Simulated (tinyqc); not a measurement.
Raising U: Hubbard ring of 6 sites, mean field against exact. Computed by the program tinyqc. Command: `OMP_NUM_THREADS=1 python tinyqc.py 113261 113262 out.jsonl`; one thread of a shared host (Intel(R) Xeon(R) Processor @ 2.60GHz), about 6 s.

one-body matrix (hopping and site energies) (eV):
```
         1        2        3        4        5        6
1   0.0000  -1.0900   0.0000   0.0000   0.0000  -1.0900
2  -1.0900   0.0000  -1.0900   0.0000   0.0000   0.0000
3   0.0000  -1.0900   0.0000  -1.0900   0.0000   0.0000
4   0.0000   0.0000  -1.0900   0.0000  -1.0900   0.0000
5   0.0000   0.0000   0.0000  -1.0900   0.0000  -1.0900
6  -1.0900   0.0000   0.0000   0.0000  -1.0900   0.0000
```

electrons, up and down: 3  3

Collinear unrestricted mean field (the lowest of 40 random starts) against exact diagonalisation.

Exact and mean-field results (eV):
```
U            U/t    E exact  E mean field  mean |n_up - n_down|  double occupancy, exact  first gap in the sector
0.5500    0.5046  -7.922979     -7.895000                0.0000                   0.2330                   1.9932
1.0900    1.0000  -7.195263     -7.085000                0.0000                   0.2161                   1.8053
2.1800    2.0000  -5.896308     -5.450000                0.0000                   0.1808                   1.4313
3.2700    3.0000  -4.832355     -3.979897                0.5539                   0.1446                   1.0994
4.3600    4.0000  -3.998890     -3.091591                0.7578                   0.1111                   0.8397
6.5400    6.0000  -2.886884     -2.122890                0.8914                   0.0637                   0.5287
8.7200    8.0000  -2.232463     -1.610266                0.9384                   0.0391                   0.3799
13.0800  12.0000  -1.525845     -1.082537                0.9724                   0.0186                   0.2472
21.8000  20.0000  -0.929233     -0.652373                0.9900                   0.0070                   0.1482
```

In absolute terms mean field is worst at U/t = 4.0, 0.907 eV too high: at small U it is nearly exact, and at large U it misses only exchange-scale energies. Its local moments set in at U/t = 3.0 of those listed, a broken symmetry that the exact state of a finite cluster with equal spins does not have. Relative to the exact energy its error is 0.4 % at the smallest U, 30 % at most and 30 % at the largest. The double occupancy falls from 0.233 to 0.007; at the largest U the first gap is 0.68 times the exchange scale 4t^2/U.
